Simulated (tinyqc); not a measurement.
p-type polysilicon, carrier trapping at grain boundaries: effect of the temperature.

One-dimensional grains of size Lg, uniform ionised doping N, monovalent traps Qt at each boundary at a depth Et below (for electrons) or above (for holes) the band edge there, abrupt depletion of width W on each side of a boundary, Boltzmann statistics. xi is the distance from the band edge at the grain centre to the Fermi level. Trapped charge Qt/(1 + exp((xi + VB - Et)/Vt)) = 2 N W, barrier VB = q N W^2/(2 eps0 eps_r).

NB is given at 300 K and scales as (T/300 K)^1.5. If the trap equation with xi = Vt ln(NB/N) has a root W < Lg/2, the grain is partly depleted; otherwise W = Lg/2 and the trap equation gives xi = Et - VB + Vt ln(Qt/(N Lg) - 1). N* = Qt/Lg. n0 = NB exp(-xi/Vt); mean density n0 (1 - 2 W/Lg) by charge balance in a partly depleted grain, and n0 (sqrt(pi)/2) erf(u)/u with u = sqrt(VB/Vt) in a fully depleted one; v = sqrt(kB T/(2 pi ms m0)); barrier resistivity Vt exp(VB/Vt)/(q fe n0 v Lg); grain resistivity (1 - 2 W/Lg)/(q n0 mug); effective mobility 1/(q mean density total resistivity). Rows with xi above 0.45 V, towards mid-gap, are left out, since the other carrier type is ignored.

Inputs (values chosen for the exercise); values of the order met in polycrystalline silicon:
```
symbol,value,unit,meaning
eps_r,11.7,,relative permittivity
NB,2.65e19,cm^-3,valence-band density of states at the reference temperature
Lg,18,nm,grain size
Qt,2.9e12,cm^-2,trap density of a grain boundary
Et,0.4,eV,depth of the trap level from the majority band edge at the boundary
ms,0.27,m0,mass for thermionic emission
fe,0.12,,correction factor of the emission rate
mug,160,cm^2/(V s),mobility inside the grains
N,7.7e18,cm^-3,doping
```

Constants: q = 1.602176634e-19 C, kB = 1.380649e-23 J/K, m0 = 9.1093837015e-31 kg, Vt = kB T/q, eps0 = 8.8541878128e-14 F/cm where lengths are in cm. Results are converted to the units shown.

The same in every row: N/N* = 4.779.

Effect of the temperature:
```
T (K),depleted share 2 W/Lg,VB (V),xi (V),mean density (cm^-3),resistivity (ohm cm),effective mobility (cm^2/(V s))
200,0.2092,0.02111,0.01082,6.089e18,0.05610,18.27
240,0.2092,0.02111,0.01864,6.089e18,0.05053,20.29
280,0.2092,0.02111,0.02732,6.089e18,0.04744,21.61
320,0.2092,0.02111,0.03675,6.089e18,0.04563,22.47
360,0.2092,0.02111,0.04683,6.089e18,0.04455,23.01
400,0.2092,0.02111,0.05748,6.089e18,0.04393,23.33
440,0.2092,0.02110,0.06864,6.089e18,0.04360,23.51
```

As T goes from 200 to 440, VB stays near 0.0211 V, the resistivity falls from 0.0561 to 0.0436 ohm cm and the effective mobility rises from 18.3 to 23.5 cm^2/(V s). The activation energy kB ln(rho1/rho2)/(1/T1 - 1/T2) is 0.0108 eV between the first two rows and 0.00283 eV between the last two; mug is held fixed. In every row xi is under 2.5 Vt, where Boltzmann statistics begin to fail. For T = 280, 320, 360, 400, 440 VB is below Vt, where abrupt depletion and thermionic emission are rough.

Numbers from tinyqc (`OMP_NUM_THREADS=1 python tinyqc.py 2830012 2830013 out.jsonl`; about 0.01 s on one thread of a shared Intel Xeon 2.30GHz).
